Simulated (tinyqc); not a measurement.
# Gate sheet resistance from two finger widths

Inverse problem. At low frequency R = Rsh Wf/(3 L) + B/Wf, where B collects the channel and vertical terms. Find Rsh, B and the width of lowest R.

Inputs (values chosen for the exercise):
- L = 1.1 um (channel length)

input resistance of single fingers, contacted at one end, of width 1 and 10 um (ohm): [571.81818, 75.181818]

Solution. R Wf is a straight line in Wf^2; the minimum of R lies where both terms are equal.

Rsh = 6.00 ohm/square
B = 570 ohm um
width of lowest R = 17.7 um

tinyqc, about 0.02 s, one thread, Intel Xeon 2.30GHz (shared host): `OMP_NUM_THREADS=1 python tinyqc.py 2262171 2262172 out.jsonl`
